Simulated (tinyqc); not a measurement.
Tersoff bond-order potential: one step, computed by the program tinyqc. Command: `OMP_NUM_THREADS=1 python tinyqc.py 3003486 3003487 out.jsonl tersoff walk`. One thread of a shared host (Intel(R) Xeon(R) Processor @ 2.30GHz), about 0.01 s of CPU time with the checks.

E = (1/2) sum_(i, j != i) [A exp(-lambda r_ij) - b_ij B exp(-mu r_ij)], b_ij = (1 + (beta zeta_ij)^n)^(-1/(2n)), zeta_ij = sum_(k != i, j) g(theta_ijk), g = 1 + c^2/d^2 - c^2/(d^2 + (h - cos theta)^2), with theta at atom i. Only nearest neighbours count (cut-off function 1 for them, 0 beyond).

Question. An open trimer. Atom 1 binds atoms 2 and 3, which do not interact. b_12 = b_13 follow from zeta = g(theta); b_21 = b_31 = 1. E = sum over the two bonds of A exp(-lambda r) - (b + 1)/2 B exp(-mu r).

Inputs (values chosen for the exercise, modelled on silicon): A = 1858.7 eV; B = 473.3 eV; lambda = 2.4799 1/angstrom; mu = 1.7322 1/angstrom; beta = 1.14e-06; n = 0.7845; c = 100400; d = 16.39; h = -0.5987; bond length r_12 = 2.43 angstrom; bond length r_13 = 2.39 angstrom; angle theta at atom 1 = 153 degrees.

Give: g(theta); bond order b_12; repulsive terms; attractive terms B exp(-mu r); energy of the trimer.

Answer.

g(theta) = 11932

bond order b_12 = 0.9787

repulsive terms (eV): [4.488, 4.956]

attractive terms B exp(-mu r) (eV): [7.032, 7.537]

energy of the trimer = -4.969 eV

g is least (g = 1) at cos theta = h, 126.8 degrees, wider than the tetrahedral 109.47.
